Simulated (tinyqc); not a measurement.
Changing the temperature T: bias-temperature instability from a Gaussian distribution of capture and emission barriers. Computed by tinyqc, a small Python program. Command: `OMP_NUM_THREADS=1 python tinyqc.py 3027531 3027532 out.jsonl bti sweep`. One thread of a shared host (Intel(R) Xeon(R) Processor @ 2.30GHz), about 0.03 s of CPU time with the checks.

Each trap has a capture time tau_0 exp(E_c/(k_B T)) under stress and an emission time tau_0 exp(E_e/(k_B T)) after it. E_c is Gaussian, and E_e = E_c + d with d Gaussian and independent. A trap counts as filled once t_s exceeds its capture time and as emptied once t_r exceeds its emission time.

Inputs (values chosen for the exercise, for a model p-channel transistor):
```
quantity,value,unit
shift with all traps filled V_max,210,mV
mean capture barrier at zero field mu_c,1.63,eV
spread of capture barriers sigma_c,0.26,eV
lowering of mu_c per field k_F,0.033,eV/(MV/cm)
oxide field F,6.4,MV/cm
"mean of E_e - E_c at the stress field, delta",0.053,eV
"spread of E_e - E_c, sigma_d",0.31,eV
time constant tau_0,9e-09,s
stress time t_s,300,s
recovery time t_r,0.1,s
```

Constants: k_B = 8.617333262e-05 eV/K.

Method:
- Demarcation energies E_s = k_B T ln(t_s/tau_0), E_r = k_B T ln(t_r/tau_0); mean barrier mu = mu_c - k_F F; z = (E_s - mu)/sigma_c; Phi is the standard normal distribution.
- Temperatures in kelvin are T(C) + 273.15.
- Shift without recovery dV0 = V_max Phi(z); local time exponent n = d ln dV0/d ln t_s = (k_B T/sigma_c) exp(-z^2/2)/(sqrt(2 pi) Phi(z)); apparent activation energy n E_s.
- Remaining shift dV = V_max int_(-infinity)^(E_s) g(E_c) [1 - Phi((E_r - E_c - delta)/sigma_d)] dE_c, g the Gaussian density of E_c (Gauss-Legendre, 120 points over 7 sigma_c below E_s).

One run for each value:
```
temperature T (C),shift without recovery dV0 (mV),time exponent n,remaining share dV/dV0,apparent activation energy (eV)
0,0.116,0.31948,0.70759,0.18221
25,0.230,0.33018,0.72207,0.20555
50,0.442,0.33791,0.73577,0.22800
75,0.818,0.34271,0.74864,0.24912
100,1.458,0.34463,0.76065,0.26851
125,2.504,0.34376,0.77175,0.28577
150,4.149,0.34015,0.78192,0.30053
175,6.633,0.33391,0.79111,0.31245
200,10.235,0.32515,0.79928,0.32122
```

Over the rows, shift without recovery dV0 (mV) rises from 0.116 to 10.2; time exponent n goes from 0.319 through a maximum among these rows, 0.345 at 100, to 0.325; remaining share dV/dV0 rises from 0.708 to 0.799. Time and temperature enter the shift only through k_B T ln(t/tau_0), so a hotter run is a longer one.

Extremes, crossings and ranges named in words are read from the listed rows.
